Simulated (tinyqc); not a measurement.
RKS/PBE0 in the sto-3g basis, for B+, spin multiplicity 1, step by step. One step of it, computed by the program tinyqc.

Task: Iteration 2: building the Kohn-Sham matrix. J_ij = sum D_kl (ij|kl), K_ij = sum D_kl (ik|jl); F = H + J - 0.125 K + V_xc; E = tr D H + tr D J / 2 - 0.0625 tr D K + E_xc + E_nn.

D after iteration 1, lower triangle:
```
            1B 1s     1B 2s    1B 2px    1B 2py    1B 2pz
1B 1s    2.156421
1B 2s   -0.580784  2.156421
1B 2px   0.000000  0.000000  0.000000
1B 2py   0.000000  0.000000  0.000000  0.000000
1B 2pz   0.000000  0.000000  0.000000  0.000000  0.000000
```

core Hamiltonian H = T + V (hartree), lower triangle:
```
             1B 1s      1B 2s     1B 2px     1B 2py     1B 2pz
1B 1s   -12.321086
1B 2s    -3.187330  -3.412465
1B 2px    0.000000   0.000000  -2.617559
1B 2py    0.000000   0.000000   0.000000  -2.617559
1B 2pz    0.000000   0.000000   0.000000   0.000000  -2.617559
```

Two-electron integrals (ij|kl) in chemists' order, unique and non-zero (hartree):
```
(11|11) 2.923513   (21|11) 0.518376   (21|21) 0.109262   (22|11) 0.744229
(22|21) 0.193177   (22|22) 0.544804   (31|31) 0.020264   (32|31) 0.029996
(32|32) 0.120346   (33|11) 0.742491   (33|21) 0.193240   (33|22) 0.544682
(33|33) 0.586773   (41|41) 0.020264   (42|41) 0.029996   (42|42) 0.120346
(43|43) 0.031630   (44|11) 0.742491   (44|21) 0.193240   (44|22) 0.544682
(44|33) 0.523513   (44|44) 0.586773   (51|51) 0.020264   (52|51) 0.029996
(52|52) 0.120346   (53|53) 0.031630   (54|54) 0.031630   (55|11) 0.742491
(55|21) 0.193240   (55|22) 0.544682   (55|33) 0.523513   (55|44) 0.523513
(55|55) 0.586773
```

nuclear repulsion = 0 hartree

V_xc (hartree), lower triangle:
```
            1B 1s      1B 2s     1B 2px     1B 2py     1B 2pz
1B 1s   -1.420417
1B 2s   -0.209227  -0.303472
1B 2px   0.000000   0.000000  -0.300385
1B 2py   0.000000   0.000000   0.000000  -0.300385
1B 2pz   0.000000   0.000000   0.000000   0.000000  -0.300385
```

E_xc = sum of w rho eps_xc = -2.71425004 hartree

Give: Coulomb J; exchange K; Kohn-Sham matrix F; total energy of this density.

Result:

Coulomb J (hartree), lower triangle:
```
         1B 1s   1B 2s  1B 2px  1B 2py  1B 2pz
1B 1s   7.3071
1B 2s   1.4075  2.5553
1B 2px  0.0000  0.0000  2.5512
1B 2py  0.0000  0.0000  0.0000  2.5512
1B 2pz  0.0000  0.0000  0.0000  0.0000  2.5512
```

exchange K (hartree), lower triangle:
```
         1B 1s   1B 2s  1B 2px  1B 2py  1B 2pz
1B 1s   5.9378
1B 2s   1.0387  1.1861
1B 2px  0.0000  0.0000  0.2684
1B 2py  0.0000  0.0000  0.0000  0.2684
1B 2pz  0.0000  0.0000  0.0000  0.0000  0.2684
```

Kohn-Sham matrix F (hartree), lower triangle:
```
          1B 1s    1B 2s   1B 2px   1B 2py   1B 2pz
1B 1s   -7.1767
1B 2s   -2.1189  -1.3089
1B 2px   0.0000   0.0000  -0.4003
1B 2py   0.0000   0.0000   0.0000  -0.4003
1B 2pz   0.0000   0.0000   0.0000   0.0000  -0.4003
```

total energy of this density = -24.008562 hartree
